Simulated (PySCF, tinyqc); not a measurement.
Inside a calculation. Method: FCI on RHF in the sto-3g basis, for H4, spin multiplicity 1. The lowest restricted solution is unstable here: a spin-polarised one lies 0.0172 hartree lower (PySCF). One step of it, computed by the program tinyqc.

Question. FCI: roots. Diagonalise (each vector has its largest component positive (the first on a tie)); all determinants have Ms = 0, so triplets appear too. The lowest singlet root is the correlation energy.

Occupation strings over the orbitals (2 doubly, a alpha, b beta, 0 empty; spin orbitals ordered 1a 1b 2a 2b ...): 2200 2a0b a2b0 2b0a b2a0 aabb 2020 abab 2002 abba baab 0220 baba 0202 bbaa a0b2 0a2b b0a2 0b2a 0022

H - E(HF) between determinants (hartree), lower triangle:
```
           2200       2a0b       a2b0       2b0a       b2a0       aabb       2020       abab
2200   0.000000
2a0b   0.000000   0.489300
a2b0   0.000000   0.085541   0.426048
2b0a   0.000000  -0.116726   0.113693   0.489300
b2a0   0.000000   0.113693  -0.113012   0.085541   0.426048
aabb   0.018208  -0.022850  -0.028185   0.000000   0.000000   0.716000
2020   0.106851  -0.049213  -0.046925   0.049213   0.046925  -0.095485   0.740008
abab   0.095485   0.046925   0.049213  -0.008219  -0.009705  -0.106851  -0.103749   0.897008
2002   0.116726   0.030768   0.000000  -0.030768   0.000000   0.113693   0.210820  -0.199234
abba  -0.113693   0.000000  -0.030733   0.032294   0.000000  -0.116726   0.199234  -0.210820
baab  -0.113693  -0.032294   0.000000   0.000000   0.030733  -0.113012   0.199234  -0.199926
0220   0.113012   0.000000   0.027595   0.000000  -0.027595   0.113693   0.199926  -0.199234
baba   0.095485   0.008219   0.009705  -0.046925  -0.049213  -0.100290  -0.103749   0.000000
0202   0.100290  -0.009705  -0.008219   0.009705   0.008219  -0.095485   0.000000  -0.103749
bbaa   0.018208   0.000000   0.000000   0.022850   0.028185   0.000000  -0.095485  -0.100290
a0b2   0.000000  -0.113693   0.116726   0.018208   0.000000  -0.000035   0.008219  -0.049213
0a2b   0.000000   0.113012  -0.113693   0.000000   0.018208   0.004699   0.009705  -0.046925
b0a2   0.000000   0.018208   0.000000  -0.113693   0.116726   0.000000  -0.008219   0.009705
0b2a   0.000000   0.000000   0.018208   0.113012  -0.113693   0.000000  -0.009705   0.008219
0022   0.000000   0.000000   0.000000   0.000000   0.000000   0.018208   0.100290   0.095485

           2002       abba       baab       0220       baba       0202       bbaa       a0b2
2002   1.000984
abba   0.085541   0.919604
baab   0.085541   0.000000   0.919604
0220   0.000000   0.085541   0.085541   0.870947
baba  -0.199234  -0.199926  -0.210820  -0.199234   0.897008
0202   0.199926   0.199234   0.199234   0.210820  -0.103749   1.061842
bbaa   0.113693  -0.113012  -0.116726   0.113693  -0.106851  -0.095485   0.716000
a0b2  -0.009444   0.058953   0.000000   0.000000  -0.009705   0.046925   0.000000   1.231941
0a2b   0.000000   0.000000   0.050445  -0.002548  -0.008219   0.049213   0.000000   0.085541
b0a2   0.009444   0.000000  -0.058953   0.000000   0.049213  -0.046925   0.000035  -0.113012
0b2a   0.000000  -0.050445   0.000000   0.002548   0.046925  -0.049213  -0.004699   0.113693
0022   0.113012  -0.113693  -0.113693   0.116726   0.095485   0.106851   0.018208   0.018151

           0a2b       b0a2       0b2a      0022
0a2b   1.165155
b0a2   0.113693   1.231941
0b2a  -0.116726   0.085541   1.165155
0022   0.028220  -0.018151  -0.028220  1.481748
```

Give: lowest roots of this matrix, relative to E(HF); lowest vectors; <S^2> of these roots; weight of the ground state by excitation level 0, 1, 2, ....

Answer.

lowest roots of this matrix, relative to E(HF) (hartree): -0.117  0.081  0.243  0.279  0.508  0.528  0.580  0.700

lowest vectors:
```
      root 1  root 2  root 3  root 4
2200   0.930   0.000   0.013   0.000
2a0b   0.007  -0.448   0.148   0.000
a2b0   0.010   0.512   0.189   0.000
2b0a  -0.007  -0.448  -0.148   0.000
b2a0  -0.010   0.512  -0.189   0.000
aabb  -0.012   0.006   0.257   0.408
2020  -0.156   0.000   0.527   0.000
abab  -0.120  -0.003  -0.140   0.408
2002  -0.116   0.000  -0.363   0.000
abba   0.132   0.053  -0.117   0.408
baab   0.132  -0.053  -0.117   0.408
0220  -0.129   0.000  -0.435   0.000
baba  -0.120   0.003  -0.140   0.408
0202  -0.109   0.000   0.292   0.000
bbaa  -0.012  -0.006   0.257   0.408
a0b2  -0.008  -0.127  -0.023   0.000
0a2b  -0.006   0.132  -0.016   0.000
b0a2   0.008  -0.127   0.023   0.000
0b2a   0.006   0.132   0.016   0.000
0022   0.068   0.000   0.000   0.000
```

<S^2> of these roots: 0.000  2.000  0.000  6.000  0.000  2.000  0.000  0.000

weight of the ground state by excitation level 0, 1, 2, ...: 0.865  0.000  0.130  0.000  0.005

The reference has a weight of only 0.86: one determinant is a poor start here.
